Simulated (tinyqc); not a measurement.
From one set of inputs to another, one input at a time: field-effect mobility of a thin-film transistor with band-tail and deep states (multiple trapping). Computed by tinyqc, a small Python program. Command: `OMP_NUM_THREADS=1 python tinyqc.py 3016536 3016537 out.jsonl tft ladder`. One thread of a shared host (Intel(R) Xeon(R) Processor @ 2.30GHz), about 0.2 s of CPU time with the checks.

A thick film in accumulation at small drain voltage. Only free electrons move; trapped ones still screen the gate. N_c and mu_0 are held fixed when T changes, leaving out the T^(3/2) growth of N_c. x = E_0 - psi is the distance of the Fermi level below the band edge.

The inputs printed are set A. Set A is modelled on amorphous silicon; the values taken over come from a set modelled on amorphous In2O3. Inputs not listed in the table keep their values of set A, so the rows need not describe a real material.

Inputs (values chosen for the exercise, modelled on amorphous silicon):

| quantity | value | unit |
|---|---|---|
| permittivity eps | 11.8 | - |
| effective density of states N_c | 2e+20 | 1/cm^3 |
| band mobility mu_0 | 11 | cm^2/(V s) |
| tail density at the edge g_t | 3.3e+21 | 1/(eV cm^3) |
| tail width E_t | 48 | meV |
| deep-state density g_d | 1.6e+16 | 1/(eV cm^3) |
| flat-band Fermi level below the edge, E_0 | 0.65 | eV |
| equivalent oxide thickness t | 6.7 | nm |
| surface band bending psi_s as a fraction of E_0 | 0.61 | - |
| temperature T | 300 | K |

Deep states: included.

Constants: k_B = 8.617333262e-05 eV/K; e = 1.602176634e-19 C; eps_0 = 8.8541878128e-12 F/m.

Method:
- F_j(eta) = int_0^infinity x^j/(1 + exp(x - eta)) dx, without a gamma-function factor.
- Integrals over x = E/(k_B T) use 160 Gauss-Legendre points in u = sqrt(x) from 0 to sqrt(max(eta, 0) + 32).
- Free n(x) = N_c (2/sqrt(pi)) F_1/2(-x/k_B T), with F_1/2 from its two-term series in exp(-x/k_B T) for x >= 12 k_B T; tail n_t(x) = int_0^1.2eV g_t exp(-E/E_t)/(1 + exp((x - E)/k_B T)) dE, E counted down from the edge, 120 Gauss-Legendre points; deep charge g_d psi; space charge rho(psi) = n + n_t + g_d psi less its value at psi = 0.
- Poisson: F(psi) = sqrt((2 e/(eps eps_0)) int_0^psi rho dpsi'); V_G - V_FB = psi_s + eps F(psi_s) t/3.9; free sheet density N_f = int (n - n(E_0))/F dpsi; induced sheet density N_i = eps eps_0 F(psi_s)/e; trapezoid rule on 301 even points in psi, the first interval left out of N_f.
- mu_eff = mu_0 N_f/N_i; field-effect mobility mu_FE = mu_0 e (dN_f/dV_G)/C_ox and swing S = dV_G/dlog10(N_f), by a central difference of +/- 2 mV in psi_s; C_ox = 3.9 eps_0/t.

Each row keeps all changes above it:

| input moved | from | to | effective mobility mu_eff (cm^2/(V s)) | V_G - V_FB (V) | free sheet density N_f (1/cm^2) |
|---|---|---|---|---|---|
| set A | - | - | 0.0318 | 0.68718 | 2.7002e+09 |
| tail density at the edge g_t (1/(eV cm^3)) | 3.3e+21 | 1.1e+20 | 0.5191 | 0.46503 | 1.0403e+10 |
| permittivity eps | 11.8 | 9 | 0.5191 | 0.45635 | 9.0852e+09 |
| band mobility mu_0 (cm^2/(V s)) | 11 | 60 | 2.8314 | 0.45635 | 9.0852e+09 |
| equivalent oxide thickness t (nm) | 6.7 | 9.8 | 2.8314 | 0.48404 | 9.0852e+09 |
| tail width E_t (meV) | 48 | 20 | 6.2174 | 0.45307 | 1.2892e+10 |
| temperature T (K) | 300 | 200 | 0.0352 | 0.44740 | 6.5742e+07 |
| deep-state density g_d (1/(eV cm^3)) | 1.6e+16 | 9.7e+15 | 0.0581 | 0.43616 | 8.4409e+07 |

Where does the difference come from?

Effective mobility mu_eff goes from 0.0318 to 0.0581, a factor 1.83 in all. The largest single move comes from temperature T (a factor 0.00567), but it runs against the net change; the largest move in the direction of the net change is tail density at the edge g_t (a factor 16.3). V_G - V_FB goes from 0.687 to 0.436, a factor 0.635 in all. The largest single move comes from tail density at the edge g_t (a factor 0.677), and equivalent oxide thickness t works against it (a factor 1.06). Free sheet density N_f goes from 2.70e9 to 8.44e7, a factor 0.0313 in all. The largest single move comes from temperature T (a factor 0.00510), and tail density at the edge g_t works against it (a factor 3.85). The single moves hold for this order of the switches; the total does not depend on the order.

Caution (rows deep-state density g_d): the band bending extends over more than 0.2 micrometre, deeper than most thin films, so the thick-film assumption is doubtful.

Extremes, crossings and ranges named in words are read from the listed rows.
